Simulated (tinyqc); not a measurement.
Inside a calculation. Model: finite-size error of a charged defect in a periodic cell: Madelung and Makov-Payne terms. Computed by tinyqc, a small Python program that keeps every step. Command: `OMP_NUM_THREADS=1 python tinyqc.py 3009001 3009002 out.jsonl imagecharge walk`. One thread of a shared host (Intel(R) Xeon(R) Processor @ 2.30GHz), about 0.03 s of CPU time with the checks. Intermediate numbers are printed to about 7 digits and carried at full precision; extremes and crossings named in words are read from the listed rows.

L is the cube root of the cell volume. The defect charge is a Gaussian, rho(r) = q (2 pi sigma^2)^(-3/2) exp(-r^2/2 sigma^2), repeated periodically in a uniform neutralising background and screened by a continuum. The model cell energy is E(L) = E_0 + [periodic - isolated electrostatic energy].

Inputs (values chosen for the exercise, with screening close to that of CdS):

| quantity | value | unit |
|---|---|---|
| charge q | -1 | e |
| cell length L | 16.2 | angstrom |
| dielectric constant eps | 8.6 | - |
| width sigma of the defect charge | 1.9 | angstrom |
| formation energy of the isolated defect E_0 | 4.324 | eV |

Supercell lattice: fcc. Screening: isotropic.

scatter added to the six cells, standing for numerical noise (meV): 1.8  -4.4  -1.6  1.8  0.29  2.4

Constants: e^2/(4 pi eps_0) = 14.39964548 eV angstrom.

## The cell

Cell vectors: (0,1,1), (1,0,1), (1,1,0), scaled to volume L^3.

cell vectors (rows) (angstrom):
```
          1         2         3
1   0.00000  12.85795  12.85795
2  12.85795   0.00000  12.85795
3  12.85795  12.85795   0.00000
```

nearest image = 18.18389 angstrom

## Madelung energy

Ewald sum for a unit point charge: scale each Cartesian component of the cell by 1/sqrt(eps_i), giving R', G' and V'; E = [ (1/2) sum erfc(eta R')/R' + (2 pi/V') sum exp(-G'^2/4 eta^2)/G'^2 - eta/sqrt(pi) - pi/(2 V' eta^2) ] e^2/(4 pi eps_0) / sqrt(eps_x eps_y eps_z), over n_i = -6..6, omitting n = (0,0,0), eta = 2/V'^(1/3). alpha = -2 E eps_g L/(e^2/(4 pi eps_0)), eps_g = (eps_x eps_y eps_z)^(1/3).

terms for a unit charge (eV): real space 0.0008298, reciprocal 0.0071222, self -0.1166255, background -0.0405881

Madelung constant alpha = 2.888282

point-charge correction -q^2 E = 0.1492616 eV

## Energy of the smeared charge in the cell

Periodic energy of the Gaussian: (2 pi q^2/V) sum_(G != 0) exp(-sigma^2 G^2)/(G.eps.G) x e^2/(4 pi eps_0), n_i = -k..k with k = max(9, L/sigma rounded up). Isolated energy: q^2/(2 sqrt(pi) sigma) <1/(n.eps.n)> e^2/(4 pi eps_0), the mean over directions n, here 1/eps.

periodic energy = 0.1082678 eV

isolated energy = 0.2485964 eV

finite-size error = -0.1403286 eV

E(L) = 4.183671 eV

## Makov-Payne correction

Second radial moment Q = q <r^2> = 3 q sigma^2; E(corrected) = E(L) + q^2 alpha e^2/(4 pi eps_0)/(2 eps L) - 2 pi q Q e^2/(4 pi eps_0)/(3 eps L^3). Errors left are the corrected energies less E_0.

Q = -10.83 e angstrom^2

third-order term = -0.008932960 eV

error left after the first term = 0.008932960 eV

error left after both terms = 0 eV

third-order over first-order term, in size = 0.05984769

The point-charge term alone overcorrects by 0.00893 eV, 6 % of itself; both terms together are exact to 1e-7 eV, since the clouds do not overlap.

## A series of cells

Cells of the same shape with L scaled by 0.7, 0.85, 1, 1.25, 1.5 and 2; the scatter is added to E(L). The point-charge correction scales as 1/L from its value at the input L.

Scaling data:

| L (angstrom) | 1/L (1/angstrom) | E(L) (eV) | E(L) + point-charge correction (eV) |
|---|---|---|---|
| 11.34 | 0.08818342 | 4.138611 | 4.351842 |
| 13.77 | 0.07262164 | 4.158544 | 4.334146 |
| 16.20 | 0.06172840 | 4.182071 | 4.331333 |
| 20.25 | 0.04938272 | 4.210964 | 4.330374 |
| 24.30 | 0.04115226 | 4.227429 | 4.326937 |
| 32.40 | 0.03086420 | 4.252886 | 4.327517 |

## Ways to reach the isolated limit

Least-squares fits of E(L) to a + b/L, a + c/L^3 or a + b/L + c/L^3; the estimate is a, and errors are against E_0.

Estimates of E_0:

| way | estimate (eV) | error (meV) |
|---|---|---|
| largest cell, uncorrected | 4.252886 | -71.11416 |
| largest cell, point-charge term | 4.327517 | 3.51662 |
| 1/L fit, three smallest | 4.279763 | -44.23733 |
| 1/L fit, all six | 4.311701 | -12.29872 |
| 1/L^3 fit, all six | 4.236551 | -87.44944 |
| 1/L and 1/L^3, three smallest | 4.405310 | 81.30978 |
| 1/L and 1/L^3, all six | 4.336992 | 12.99246 |
| corrected data, 1/L^3 fit | 4.324542 | 0.54152 |

coefficient b of the full fit = -2.760195 eV angstrom

Best here: corrected data, 1/L^3 fit (+0.5 meV); worst: 1/L^3 fit, all six (-87 meV). The fitted b is 114.2 % of the Madelung value -q^2 alpha e^2/(8 pi eps_0 eps_g). The three-term fit to three small cells has no spare point and magnifies the scatter.

Checks made by the program: the same sum with another eta (relative difference below 1e-10); both terms against the exact model when the clouds do not overlap (relative difference below 1e-10).
